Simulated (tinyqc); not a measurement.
# Six-transistor SRAM cell, nodal equations and margins: two studies

Two cross-coupled inverters (pull-down bn, pull-up bp) hold the nodes Q and QB; access transistors (ba, threshold VTn, gate on the word line at Vdd when selected) join them to the bit lines. Transistor (EKV form, voltages against the body): I = 2 n b Vt^2 [F(vp - Vs) - F(vp - Vd)] from drain to source, F(v) = ln^2(1 + exp(v/(2 Vt))), vp = (Vg - VT + sg |Vd - Vs|)/n. n-channel bodies are at 0; for the p-channel device all voltages are counted down from Vdd. b in uA/V^2 gives I in uA. For an access transistor the bit line is the drain and the node the source. In a read both bit lines are at Vdd. The cell is symmetric (no mismatch).

Inputs (values chosen for the exercise): temperature T = 300 K; supply voltage Vdd = 0.6 V; slope factor n = 1.15; drain-induced barrier lowering sg = 0.092; n-channel threshold VTn = 0.43 V; p-channel threshold (magnitude) VTp = 0.32 V; gain factor of the pull-down transistor bn = 490 uA/V^2; gain factor of the access transistor ba = 240 uA/V^2; gain factor of the pull-up transistor bp = 200 uA/V^2.

Constants: q = 1.602176634e-19 C, kB = 1.380649e-23 J/K, Vt = kB T/q. Results are converted to the units shown.

Each table varies one quantity; the others keep the values above.

## Effect of the n-channel threshold

f(x) is the node voltage of one half-cell for input x: In = Ip in hold, In = Ip + Ia in a read. Static noise margin: side of the largest square between the curve (x, f(x)) and its mirror image (f(y), y); with h(c) the root x of f(x) - x = c, it is the maximum over c > 0 of h(c) - h(-c) + c. Q is the low node in a read and Iread the current of its access transistor. The write trip is the voltage to which the bit line of the high node must fall (the other staying at Vdd) for that state to vanish; higher is easier, and a negative value means that a grounded bit line does not write.

Results:
```
VTn (V)	hold margin (mV)	read margin (mV)	Q in a read (mV)	Iread (uA)	write trip (mV)
0.2	188.9	76.80	76.58	13.54	229.5
0.26	214.0	104.8	67.61	10.13	177.6
0.32	232.5	125.9	59.05	7.195	129.2
0.38	237.6	141.0	50.99	4.758	82.91
0.5	203.6	168.2	38.17	1.423	-7.070
```

Estimate the missing row, VTn = 0.44 V.

Computed row:
```
VTn (V)	hold margin (mV)	read margin (mV)	Q in a read (mV)	Iread (uA)	write trip (mV)
0.44	225.7	154.9	43.82	2.828	37.95
```

With this row back in the table: As VTn goes from 0.2 to 0.5 V, the read margin rises from 76.8 to 168 mV, the write trip falls from 230 to -7.07 mV and Iread falls from 13.5 to 1.42 uA. The read margin is 0.41 of the hold margin in the first row and 0.83 in the last. Read stability and write ability pull in opposite directions. At VTn = 0.2 V the read margin is under 100 mV, which threshold mismatch, left out here, can use up in a large array. At VTn = 0.5 V the write trip is negative: the cell cannot be written without assist.

## Effect of the gain factor of the access transistor

Same model as above.

The same in every row: hold margin (mV) = 228.7.

Results:
```
ba (uA/V^2)	read margin (mV)	Q in a read (mV)	Iread (uA)	write trip (mV)
120	166.0	26.72	1.970	-33.95
170	159.2	35.05	2.513	9.617
240	152.5	44.93	3.114	45.40
330	146.3	55.38	3.698	73.33
640	133.5	80.13	4.882	120.1
```

Estimate the missing row, ba = 460 uA/V^2.

Computed row:
```
ba (uA/V^2)	read margin (mV)	Q in a read (mV)	Iread (uA)	write trip (mV)
460	139.9	67.40	4.308	98.38
```

With this row back in the table: As ba goes from 120 to 640 uA/V^2, the read margin falls from 166 to 133 mV, the write trip rises from -34.0 to 120 mV and Iread rises from 1.97 to 4.88 uA. The read margin is 0.73 of the hold margin in the first row and 0.58 in the last. Read stability and write ability pull in opposite directions. At ba = 120 uA/V^2 the write trip is negative: the cell cannot be written without assist.

Program tinyqc, `OMP_NUM_THREADS=1 python tinyqc.py 2340086 2340087 out.jsonl`; Intel Xeon 2.30GHz, shared host, one thread, about 0.1 s.
